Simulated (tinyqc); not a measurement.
Ways to converge the cycle: SCF convergence aids in the aug-cc-pvdz basis, for He, spin multiplicity 1. Computed by the program tinyqc with PySCF. 

Geometry (angstrom):
```
atom       x       y       z
He    0.0000  0.0000  0.0000
```

lowest restricted solution found by these runs and by PySCF = -2.855705 hartree

RHF with one setting changed at a time; a run stops when the energy changes by less than 1e-09 hartree and the error matrix is below 1e-5. The start is the Wolfsberg-Helmholz matrix. Damping d keeps d of the old density; a shift (hartree) raises the virtual levels; DIIS n extrapolates F over n matrices.

Largest element of the error matrix X^T (FDS - SDF) X:
```
iteration    plain  damping 0.3  damping 0.6  shift 0.4   DIIS 3   DIIS 8
1          4.8e-01      4.8e-01      4.8e-01    4.8e-01  4.8e-01  4.8e-01
2          3.6e-02      1.7e-01      3.0e-01    9.8e-02  3.6e-02  3.6e-02
3          4.4e-03      5.9e-02      1.9e-01    2.3e-02  2.8e-03  2.8e-03
4          8.8e-04      2.0e-02      1.2e-01    9.2e-03  7.8e-05  7.8e-05
5          1.9e-04      7.0e-03      7.6e-02    3.8e-03  3.1e-07  2.1e-07
6          4.3e-05      2.3e-03      4.7e-02    1.6e-03  7.1e-11  1.1e-07
8          2.2e-06      3.7e-04      1.9e-02    2.9e-04        -        -
10               -      7.1e-05      7.2e-03    5.4e-05        -        -
14               -      2.8e-06      1.1e-03          -        -        -
20               -            -      7.7e-05          -        -        -
30               -            -      1.6e-06          -        -        -
```

How each run ends:
```
run          iterations  E (hartree)         state
plain                 8    -2.855705  lowest found
damping 0.3          17    -2.855705  lowest found
damping 0.6          36    -2.855705  lowest found
shift 0.4            13    -2.855705  lowest found
DIIS 3                6    -2.855705  lowest found
DIIS 8                6    -2.855705  lowest found
```

6 of 6 runs reach the lowest restricted solution found, in 6 to 36 iterations (fastest: DIIS 3, DIIS 8). Plain steps already contract here, so damping only slows them. DIIS 3 and DIIS 8 gain by cancelling the error over several earlier matrices, much as a quasi-Newton step does.
